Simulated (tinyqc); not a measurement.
X-ray photoelectron analysis of a thin oxide on a semiconductor: attenuation lengths, thickness, angle series and band offsets. Changing the oxide thickness d. Computed by tinyqc, a small Python program. Command: `OMP_NUM_THREADS=1 python tinyqc.py 3113396 3113397 out.jsonl xps sweep`. One thread of a shared host (Intel(R) Xeon(R) Processor @ 2.30GHz), about 0.01 s of CPU time with the checks.

The same element is seen in the oxide and in the substrate, at nearly the same kinetic energy; films are flat and uniform, and the work function is ignored.

Inputs (values chosen for the exercise, modelled on SiO2 on 4H-SiC):
```
quantity                                           value     unit
photon energy                                       2000       eV
binding energy of the core level                   100.5       eV
oxide density                                        2.2   g/cm^3
oxide formula mass                                 60.08    g/mol
valence electrons per oxide formula                   16        -
oxide gap                                           8.98       eV
substrate density                                   3.21   g/cm^3
substrate formula mass                              40.1    g/mol
valence electrons per substrate formula                8        -
substrate gap                                       3.26       eV
emission angle from the normal                        55  degrees
attenuation length over inelastic mean free path    0.92        -
carbon overlayer                                     0.7       nm
counts in the two peaks together                  200000        -
valence band offset used to make the data           2.96       eV
core level less valence band top, substrate        98.98       eV
core level less valence band top, thick oxide      98.31       eV
field in the oxide                                   0.8    MV/cm
```

Method:
- TPP-2M: lambda = E/(E_p^2 [b ln(c E) - C/E + D/E^2]) in angstrom, E_p = 28.8 sqrt(N_v rho/M), b = -0.10 + 0.944/sqrt(E_p^2 + E_g^2) + 0.069 rho^0.1, c = 0.191/sqrt(rho), U = N_v rho/M, C = 1.97 - 0.91 U, D = 53.4 - 20.8 U, with E = photon energy less binding energy in eV.
- Attenuation length L = factor x lambda.
- R_0 = (rho_o/M_o) L_o/((rho_s/M_s) L_s); peak ratio R = I_ox/I_sub = R_0 [exp(d/(L_o cos theta)) - 1]; hence d = L_o cos theta ln(1 + R/R_0). A carbon layer weakens both peaks alike, by exp(-d_C/(L_o cos theta)) if its L is taken equal to L_o. This R_0 leaves out intrinsic losses from the substrate peak, so calibrated values can be larger.
- With x = d/(L_o cos theta): d ln d/d ln R = (1 - exp(-x))/x = -d ln d/d ln R_0; counting error of R = 1/sqrt(N f (1 - f)), f the oxide share, which times the sensitivity gives that of d; an angle error adds tan(theta) d theta; d is proportional to L_o at fixed R_0. Assumed errors: 5 % in R_0, 1 degree, 5 % in L_o.
- Valence band offset = (E_core - E_v)(substrate) - (E_core - E_v)(oxide) + (core level separation at the interface, oxide less substrate). The separation is made here from the given offset; a uniform field F that raises the binding energy towards the surface shifts the oxide peak by e F <z>, <z> = d/(1 - exp(-x)) - d/x, x = d/(L_o cos theta), being the mean distance from the interface. Conduction band offset = oxide gap - substrate gap - valence band offset.

One run for each value:
```
oxide thickness d (nm)    ratio R  counting error of d (%)  sensitivity to R  apparent valence band offset (eV)
0.30                    7.343e-02                   0.8374            0.9454                              2.972
0.46                    1.161e-01                   0.6722            0.9179                              2.979
0.70                    1.852e-01                   0.5410            0.8786                              2.989
1.10                    3.153e-01                   0.4285            0.8181                              3.007
1.70                    5.513e-01                   0.3446            0.7376                              3.035
2.50                    9.621e-01                   0.2893            0.6468                              3.076
3.90                    2.060e+00                   0.2493            0.5229                              3.153
6.00                    5.300e+00                   0.2418            0.3951                              3.284
9.10                    1.848e+01                   0.2850            0.2813                              3.501
14.00                   1.212e+02                   0.4664            0.1879                              3.874
```

Describe and explain the trends.

Over the rows, ratio R rises from 0.0734 to 121 (exponent d ln y / d ln x 1.1 between the first rows and 4.4 between the last); counting error of d (%) goes from 0.837 through a minimum among these rows, 0.242 at 6.00, to 0.466; sensitivity to R falls from 0.945 to 0.188 (exponent d ln y / d ln x -0.069 between the first rows and -0.94 between the last). The counting error is least at d = 6 nm among these rows: thin films give few oxide counts, thick ones few substrate counts.

Extremes, crossings and ranges named in words are read from the listed rows.
